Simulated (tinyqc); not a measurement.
Lattice sites along [100]: pair of shallow donors (hydrogen-like orbitals).

Each donor has the orbital exp(-r/a); energy unit Ha* = q/(eps a), q = e^2/(4 pi eps0), so that a lone donor is bound by Ha*/2; x = R/a. One electron: S = (1 + x + x^2/3) exp(-x), j = 1/x - (1 + 1/x) exp(-2x), k = (1 + x) exp(-x); levels E(+/-) = -1/2 - (j +/- k)/(1 +/- S) in Ha*, without the repulsion of the ions, split by D = |E(-) - E(+)|. In six valleys the overlaps S and k are multiplied by v = [cos(K Rx) + cos(K Ry) + cos(K Rz)]/3, K = k0 (2 pi/a_lat), for isotropic envelopes and the symmetric valley state.

Two electrons, Heitler-London: with S' = (1 - x + x^2/3) exp(x), C = 1/x - exp(-2x)(1/x + 11/8 + 3x/4 + x^2/6), X = (1/5){exp(-2x)(25/8 - 23x/4 - 3x^2 - x^3/3) + (6/x)[S^2 (0.5772157 + ln x) + S'^2 Ei(-4x) - 2 S S' Ei(-2x)]}, Q = C - 2j + 1/x and A = X - 2 S k + S^2/x, the singlet and triplet lie at (Q +/- w A)/(1 +/- w S^2) from two lone donors, with the valley weight w = v^2; the exchange is J = triplet - singlet.

Constants: e^2/(4 pi eps0) = 14.39964547 eV angstrom.

Values chosen for the exercise (near those of two donors in Si; the results hold for these values, not for the real material): a = 16.5 angstrom (orbital radius); eps = 11.6 (dielectric constant); a_lat = 5.431 angstrom (lattice constant); k0 = 0.853 2 pi/a_lat (valley position); sites = ((9, 0, 0), (10, 0, 0), (11, 0, 0), (12, 0, 0), (13, 0, 0), (14, 0, 0), (15, 0, 0), (16, 0, 0), (17, 0, 0)) a_lat (positions of the second donor).

D and J for each site, and for v = 1.

Results:

| site | R (angstrom) | v | D (meV) | J (micro-eV) | J for v = 1 |
|---|---|---|---|---|---|
| (9, 0, 0) | 48.9 | 0.519 | 6.95 | 1.66e+03 | 6.25e+03 |
| (10, 0, 0) | 54.3 | 0.339 | 3.65 | 464 | 4.06e+03 |
| (11, 0, 0) | 59.7 | 0.419 | 3.66 | 454 | 2.59e+03 |
| (12, 0, 0) | 65.2 | 0.696 | 4.90 | 786 | 1.62e+03 |
| (13, 0, 0) | 70.6 | 0.949 | 5.31 | 904 | 1.00e+03 |
| (14, 0, 0) | 76.0 | 0.978 | 4.26 | 585 | 612 |
| (15, 0, 0) | 81.5 | 0.760 | 2.55 | 213 | 369 |
| (16, 0, 0) | 86.9 | 0.467 | 1.21 | 48.1 | 220 |
| (17, 0, 0) | 92.3 | 0.333 | 0.662 | 14.5 | 130 |

Over these sites the envelope alone changes J by a factor 47.9, and the valley factor v^2 by 8.61; J runs from 14.5 at (17, 0, 0) to 1.66e+03 micro-eV at (9, 0, 0). Along [100] four valleys keep their phase, so v = (2 + cos)/3 stays between 1/3 and 1. J does not fall steadily with distance.

Program tinyqc; command `OMP_NUM_THREADS=1 python tinyqc.py 1280760 1280761 out.jsonl`; about 0.01 s on one thread of a shared Intel(R) Xeon(R) Processor @ 2.30GHz.
